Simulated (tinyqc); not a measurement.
Comparisons within one model: tunnelling through a thin dielectric with one trap, as a tight-binding chain. A value that a table varies takes the place of the one given here.

Hopping -t everywhere, t = c/(m a^2), c = hbar^2/2m0; lead sites at 2t (band bottom 0), barrier sites 1 to N at 2t + phi, and site j has U besides. No voltage. Leads give S = -t exp(ika) on sites 1 and N, cos(ka) = 1 - E/(2t). T = (2 t sin(ka))^2 |G_1N|^2, G = (E - H - S)^-1. In the barrier cosh(q a) = 1 + (phi - E)/(2t).

Resonance: the lowest eigenvalue of H + S(E), iterated until its real part equals E (40 rounds from Eb = phi + 2t - sqrt(4t^2 + U^2), the level in an endless barrier). With v the normalised squared amplitudes of that state, Gamma_L = 2 t sin(ka) v_1, Gamma_R = 2 t sin(ka) v_N; Breit-Wigner T = Gamma_L Gamma_R/((E - Er)^2 + (Gamma_L + Gamma_R)^2/4).

Constants: hbar^2/2m0 = 3.80998211 eV angstrom^2.

Inputs chosen for the exercise (barrier and mass of the size used for HfO2 on silicon; not measured data): a = 2 angstrom (site spacing); m = 0.22 m0 (mass, the same in leads and barrier); phi = 1.65 eV (conduction edge of the barrier above that of the leads); N = 9 (barrier sites); j = 5 (site of the trap); U = -4.16 eV (extra energy on the trap site); E = 0.69 eV (electron energy).

## Transmission around the level

Er = 0.69105 eV

widths (meV): left 54.692, right 54.692

Energies Er + x (Gamma_L + Gamma_R).

T:
```
x     E (eV)    chain  Breit-Wigner   no trap
-3.0  0.3629  0.00864        0.0270  0.000178
-1.0  0.5817    0.148         0.200  0.000536
-0.5  0.6364    0.437         0.500  0.000693
0.0   0.6910    0.994          1.00  0.000891
0.5   0.7457    0.609         0.500   0.00114
1.0   0.8004    0.297         0.200   0.00147
3.0   1.0192   0.0787        0.0270   0.00398
8.0   1.5661   0.0526       0.00389    0.0641
```

At Er the chain gives 0.994, 1.11e+03 times the value without trap, and Breit-Wigner 1.00. In the wings the single pole gives 3.13 times the chain value at x = -3 and 0.0739 times at x = 8, because the widths and the level shift change with energy.

## Where a trap does most harm

The trap is moved through the barrier. The area under the resonance, 2 pi Gamma_L Gamma_R/(Gamma_L + Gamma_R), sets the current through it.

Against position:
```
j  Er (eV)  Gamma_L (meV)  Gamma_R (meV)    peak  area (meV)
3   0.6389            336           7.78  0.0884        47.8
4   0.6829            137           21.4   0.467         117
5   0.6910           54.7           54.7    1.00         172
6   0.6829           21.4            137   0.467         117
7   0.6389           7.78            336  0.0884        47.8
```

The area is largest at j = 5 (172 meV) and 3.6 times smaller at j = 3: the slower of the two steps limits the current, so traps in the middle carry most. Each site towards a lead multiplies its width by about 2.51, close to exp(2 q a) = 2.53 at Eb.

## Direct against trap-assisted paths

N odd, the trap in the middle, j = (N + 1)/2. Direct T is that without trap at the energy Er; area = 2 pi Gamma_L Gamma_R/(Gamma_L + Gamma_R). The exponents are the slopes of the logarithms between the last two rows, per angstrom.

Against thickness:
```
N   N a (angstrom)  Er (eV)  direct T  area (meV)
5             10.0   0.5219    0.0227         936
7             14.0   0.6586   0.00510         422
9             18.0   0.6910  0.000891         172
11            22.0   0.6992  0.000144        68.4
13            26.0   0.7015  2.29e-05        27.1
15            30.0   0.7022  3.59e-06        10.7
17            34.0   0.7024  5.64e-07        4.25
```

exponents (1/angstrom): direct 0.4632, through the trap 0.2317

The direct path falls as exp(-0.463 d) and the path through a central trap as exp(-0.232 d), 2.00 times more slowly, since each step crosses half the layer. From 5 to 17 sites the first loses 4.6 decades and the second 2.3: in thicker layers even few traps rule the leakage. Inelastic capture with phonons is left out.

## What each parameter does

Resonance and log10 T at E. Each row changes one parameter from the base and keeps the others.

Results:
```
case           Er (eV)  Gamma_L (meV)  Gamma_R (meV)  log10 T
base            0.6910          54.69          54.69   -0.004
m = 0.202 m0    0.7624          71.91          71.91   -0.377
phi = 1.75 eV   0.7950          55.79          55.79   -0.775
N = 10          0.6955          54.90          21.72   -0.108
j = 4           0.6829          137.4          21.44   -0.331
U = -4.035 eV   0.7472          59.29          59.29   -0.346
```

The largest shifts from the base row, up to three for each result and ties (the steps differ in size, so this ranks the rows, not the parameters). Er (eV): phi +0.1040, m +0.0714, U +0.0561. Gamma_L (meV): j +82.7, m +17.2, U +4.60. Gamma_R (meV): j -33.3, N -33.0, m +17.2. log10 T: phi -0.771, m -0.373, U -0.342.

Program tinyqc; command `OMP_NUM_THREADS=1 python tinyqc.py 1452217 1452218 out.jsonl`; about 0.06 s on one thread of a shared Intel(R) Xeon(R) Processor @ 2.30GHz.
